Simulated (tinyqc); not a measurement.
Permeation of metal atoms or ions through a thin barrier or dielectric: time lag, field-aided drift and lifetime: one step, computed by the program tinyqc.

The film 0 < x < d is empty at first; C = C0 at x = 0 and C = 0 at x = d. dC/dt = D d2C/dx2 - v dC/dx with drift v = D z e V/(k_B T d) (uniform field, no space charge).

Task: Steady flux and time lag. Steady flux J = (D C0/d) P/(1 - exp(-P)); time lag in units of d^2/D: s_L = [P (1 + exp(-P))/(1 - exp(-P)) - 2]/P^2 (P = 0: J = D C0/d, s_L = 1/6).

Inputs (values chosen for the exercise, for a model case: singly charged ions through a dielectric): thickness d = 34 nm; concentration at the source side C0 = 1.3e+15 1/cm^3; test temperature T = 150 C.

Peclet number P = 2.742412

diffusivity D = 1.987973e-15 cm^2/s

time scale d^2/D = 5814.969 s

Give: flux relative to D C0/d; steady flux J; time lag s_L; time lag.

Result:

flux relative to D C0/d = 2.931

steady flux J = 2.228e+06 1/(cm^2 s)

time lag s_L = 0.1489

time lag = 866.0 s

Drift and diffusion both act.
